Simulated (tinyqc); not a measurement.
On-chip interconnect, size-dependent resistivity and RC delay: two steps of the calculation.

A rectangular line between two neighbours and two ground planes. Surface and grain-boundary scattering are added to the bulk resistivity as corrections; capacitances are parallel-plate values without fringing; inductance is ignored.

Parameters, values chosen for the exercise; metal values close to those of copper: line length Lw = 6.3 um; driver resistance Rd = 2300 ohm; load capacitance Cl = 2.6 fF; time step dt = 3 ps.

Task 1. Ladder and Elmore delays. 4 equal pi sections: series Rs = r Lw/4; node capacitances c Lw/4, halved at nodes 0 and 4, with Cl added to node 4; Rd feeds node 0. Elmore delay of node k: the sum, over the resistors on the path to k, of resistance times all capacitance downstream of it.

r = 116.77411 ohm/um
c = 0.10408188 fF/um

Wanted: Rs; C; Elmore delay.

Result 1.

Rs = 183.92 ohm
C, node 0 to 4 (fF): [0.081964, 0.16393, 0.16393, 0.16393, 2.6820]
Elmore delay, node 0 to 4 (ps): [7.4881, 8.0719, 8.6254, 9.1488, 9.6421]

The far-end value equals Rd (c Lw + Cl) + r Lw (c Lw/2 + Cl) for any number of pi sections; the line resistance contributes 22.3 % of it.

Task 2. Node voltages after a time step. A 1 V step is applied behind Rd at t = 0. C dv/dt = -G v + b, with G the conductance matrix of the ladder (1/Rs between neighbours, 1/Rd added at node 0) and b = (1 V/Rd, 0, ...). Trapezoidal step: (C/dt + G/2) v(new) = (C/dt - G/2) v + b.

Rs = 183.91923 ohm
C, node 0 to 4 (fF): [0.081964481, 0.16392896, 0.16392896, 0.16392896, 2.6819645]
v at t = 1 dt, node 0 to 4 (V): [0.61015250, 0.50514548, 0.41029178, 0.32368485, 0.24358393]

Wanted: v at t = 2 dt.

Result 2.

v at t = 2 dt, node 0 to 4 (V): [0.42357, 0.44944, 0.46403, 0.47145, 0.47534]

Range of the model: The metal width is under the mean free path, where the thick-limit surface term and the simple sum of corrections lose accuracy.

Computed by the program tinyqc: `OMP_NUM_THREADS=1 python tinyqc.py 2100081 2100082 out.jsonl`, one thread of a shared Intel Xeon 2.30GHz, about 0.01 s for the whole run.
